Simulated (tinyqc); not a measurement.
# Changing the film thickness h

Model: size effects in the resistivity of thin metal films and interconnect lines. Computed by tinyqc, a small Python program. Command: `OMP_NUM_THREADS=1 python tinyqc.py 3002166 3002167 out.jsonl size sweep`. One thread of a shared host (Intel(R) Xeon(R) Processor @ 2.30GHz), about 0.01 s of CPU time with the checks.

Electrons lose their drift at surfaces (a share 1 - p of the hits) and at grain boundaries (reflection R), besides bulk scattering.

Inputs (values chosen for the exercise, modelled on cobalt):
```
quantity                     value         unit
bulk resistivity rho_b        6.12  microohm cm
bulk mean free path lambda    12.4           nm
specularity p                 0.49            -
grain-boundary reflection R    0.3            -
grain size over thickness        1            -
```

Geometry: film.

Method:
- D = (ratio) h.
- Mayadas-Shatzkes: alpha = (lambda/D) R/(1 - R); rho_b/rho = 1 - 3 alpha/2 + 3 alpha^2 - 3 alpha^3 ln(1 + 1/alpha).
- Fuchs-Sondheimer film: rho_b/rho = 1 - (3/(2 kappa))(1 - p) int_0^1 (s - s^3)(1 - exp(-kappa/s))/(1 - p exp(-kappa/s)) ds, f = rho/rho_b, kappa = thickness/lambda, 80 Gauss-Legendre points.
- Both together (Mayadas-Shatzkes film): rho_b/rho = (rho_b/rho of the grains alone) - (6/(pi kappa))(1 - p) int_0^(pi/2) dphi int_0^1 ds (cos^2 phi/H^2)(s - s^3)(1 - exp(-kappa H/s))/(1 - p exp(-kappa H/s)), H = 1 + alpha/(cos phi sqrt(1 - s^2)), 40 x 80 Gauss-Legendre points.
- Sheet resistance rho/h; additive estimate rho_b (f_surface + f_grain - 1).

One run for each value; columns: (1) film thickness h (nm); (2) resistivity rho (microohm cm); (3) sheet resistance (ohm); (4) rho/rho_b from surfaces; (5) rho/rho_b from grains; (6) error of the additive estimate (%):
```
(1)       (2)         (3)     (4)     (5)          (6)
3.0    25.796  8.5987e+01  1.7999  3.4136  -3.5682e-02
5.3    17.372  3.2776e+01  1.4782  2.3814   7.4373e-01
9.4    12.538  1.3339e+01  1.2771  1.7897   8.8000e-01
17.0    9.710  5.7120e+00  1.1530  1.4435   6.2229e-01
29.0    8.243  2.8425e+00  1.0879  1.2635   3.3595e-01
51.0    7.337  1.4385e+00  1.0487  1.1517   1.3850e-01
91.0    6.806  7.4792e-01  1.0268  1.0859   4.8848e-02
160.0   6.512  4.0700e-01  1.0150  1.0492   1.6968e-02
280.0   6.345  2.2660e-01  1.0085  1.0282   5.8240e-03
500.0   6.246  1.2492e-01  1.0048  1.0159   1.8902e-03
```

Over the rows, resistivity rho (microohm cm) falls from 25.8 to 6.25 (exponent d ln y / d ln x -0.69 between the first rows and -0.027 between the last); sheet resistance (ohm) falls from 86.0 to 0.125 (exponent d ln y / d ln x -1.7 between the first rows and -1.0 between the last); rho/rho_b from surfaces falls from 1.80 to 1.00 (exponent d ln y / d ln x -0.35 between the first rows and -0.0065 between the last). At the high end the exponent of resistivity rho is -0.03, close to 0: bulk behaviour. At the high end the exponent of sheet resistance is -1.03, close to -1: bulk resistivity over thickness.
